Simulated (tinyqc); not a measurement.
Comparisons within one model: band folding and unfolding in a supercell of a chain. A value that a table varies takes the place of the one given here.

A chain with hopping -t and n = 8 sites a supercell. H(K) has v_j on the diagonal, -t between neighbours and -t exp(2 pi i K) on the bond that closes the cell (from the last site to the first of the next cell). The point K holds the n wave vectors k_m = (K + m)/n of the primitive zone, in 2 pi/a, m = 0 to n - 1, with E0 = -2t cos(2 pi k_m). The unfolding weight of a state c on k_m is |sum_j c_j exp(-2 pi i k_m j)|^2/n, j = 0 to n - 1.

Values chosen for the exercise: t = 1.71 eV (hopping); v = (1.248, 0.883, 0, -0.883, -1.248, -0.883, 0, 0.883) eV (site energies in the supercell); Kq = 0.25 2 pi/(n a) (wave vector in the small zone).

## Minigaps against first-order theory

Gap i lies between minibands i and i + 1, at K = 1/2 for odd i and K = 0 for even i, where k = +/- i/(2n) are degenerate; first order gives 2|V_i|, the Fourier component V_q = (1/n) sum_j v_j exp(-2 pi i q j/n) for q equal to the number of the gap. Computed for the potential at full and at half strength.

Gaps (eV):
```
i  E0 at the crossing  2|V_i|     gap  gap at half strength
1             -3.1597  1.2484  1.1241                0.6070
2             -2.4183  0.0000  0.5257                0.1693
3             -1.3088  0.0004  0.1239                0.0170
4              0.0000  0.0000  0.0000                0.0000
5              1.3088  0.0004  0.1239                0.0170
6              2.4183  0.0000  0.5257                0.1693
7              3.1597  1.2484  1.1241                0.6070
```

Halving the potential about halves gaps 1 and 7, the scaling of first order. For i = 2, 3, 5 and 6 the first-order term is below 1 meV and the gap opens at higher order (full over half strength: 3.1, 7.3, 7.3 and 3.1). For i = 4 no gap opens at the printed digits. The largest miss of first order is 526 meV, at i = 2 and 6; the potential spans 1.46 t.

## From folded lines to real minibands

The potential is scaled by x. For the lowest level at K: energy, second-order estimate E0(k_0) + x V_0 - x^2 sum_m |V_m|^2/(E0(k_m) - E0(k_0)), weight on k_0, and width of the lowest miniband between K = 0 and 1/2.

Lowest level:
```
x      E (eV)  second order (eV)  weight on k_0  miniband width (eV)
0.00  -3.3543            -3.3543          1.000               0.2603
0.25  -3.4138            -3.4187          0.919               0.1390
0.50  -3.5572            -3.6120          0.800               0.0739
1.00  -3.9487            -4.3852          0.658               0.0239
1.50  -4.3998            -5.6737          0.584               0.0092
2.00  -4.8810            -7.4778          0.537               0.0041
3.00  -5.8953           -12.6321          0.477               0.0011
4.00  -6.9529           -19.8482          0.438               0.0003
```

Second order is -436.4 meV off at x = 1 and -6737 meV at x = 3. The weight on the parent k falls to 0.66 at x = 1 and 0.44 at x = 4, and the miniband narrows from 0.260 to 0.000 eV as the state gathers on the low sites. While the weight stays near one the primitive band is still the right picture and the folded copies carry little spectral weight.

## What each change does

The two lowest levels at K and the weight of the lowest on k_0. Each row changes one parameter from the base and keeps the others.

Results:
```
case                                                        level 1 (eV)  level 2 (eV)  weight
base                                                             -3.9487       -2.7163  0.6575
t = 1.881 eV                                                     -4.2587       -2.9833  0.6763
v = (-1.248, -0.883, 0, 0.883, 1.248, 0.883, 0, -0.883) eV       -3.9487       -2.7163  0.6575
Kq = 0.375 2 pi/(n a)                                            -3.9401       -2.7867  0.5764
```

The largest shifts from the base row, up to three for each result and ties (the steps differ in size, so this ranks the rows, not the parameters). level 1 (eV): t -0.3100, Kq +0.0086; unchanged at the printed digits by v. level 2 (eV): t -0.2670, Kq -0.0704; unchanged at the printed digits by v. weight: Kq -0.0811, t +0.0187; unchanged at the printed digits by v.

(tinyqc, `OMP_NUM_THREADS=1 python tinyqc.py 1450407 1450408 out.jsonl`, Intel(R) Xeon(R) Processor @ 2.30GHz, 1 thread, shared host, about 0.01 s.)
